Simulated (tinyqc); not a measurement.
# Four-point probe at the centre of a round wafer

Four collinear probes with spacing s at the centre of a thin disc of diameter d with an insulating edge: Rs = C V/I, C = pi/{ln 2 + ln[((d/s)^2 + 3)/((d/s)^2 - 3)]}; C tends to pi/ln 2 = 4.5324. x = d/s.

Parameters, values chosen for the exercise:

| symbol | value | unit | meaning |
|---|---|---|---|
| ns | 1.8e14 | cm^-2 | sheet density of the layer |
| mu | 310 | cm^2/(V s) | drift mobility |
| I | 50 | uA | current |

Constants: q = 1.602176634e-19 C. Results are converted to the units shown.

Result of one run:

| x | C | C over its limit | V for Rs = 1/(q ns mu) (mV) |
|---|---|---|---|
| 7.5 | 3.927 | 0.8665 | 1.424 |

What becomes of these results when the ratio d/s x is changed from 7.5 to 3, all else the same?

Result of the changed run:

| x | C | C over its limit | V for Rs = 1/(q ns mu) (mV) |
|---|---|---|---|
| 3 | 2.266 | 0.5000 | 2.468 |

The whole series:

| x | C | C over its limit | V for Rs = 1/(q ns mu) (mV) |
|---|---|---|---|
| 3 | 2.266 | 0.5000 | 2.468 |
| 3.5 | 2.633 | 0.5810 | 2.124 |
| 4 | 2.929 | 0.6462 | 1.910 |
| 5 | 3.362 | 0.7419 | 1.663 |
| 7.5 | 3.927 | 0.8665 | 1.424 |
| 10 | 4.171 | 0.9203 | 1.341 |
| 15 | 4.364 | 0.9630 | 1.281 |
| 20 | 4.436 | 0.9788 | 1.261 |
| 40 | 4.508 | 0.9946 | 1.241 |
| 100 | 4.528 | 0.9991 | 1.235 |

C rises from 2.266 to 4.528. Using 4.5324 overstates Rs by 100 % in the first row and by under 1 % from d/s = 40 on among the rows.

Program tinyqc, `OMP_NUM_THREADS=1 python tinyqc.py 2850214 2850215 out.jsonl`; Intel Xeon 2.30GHz, shared host, one thread, about 0.01 s.
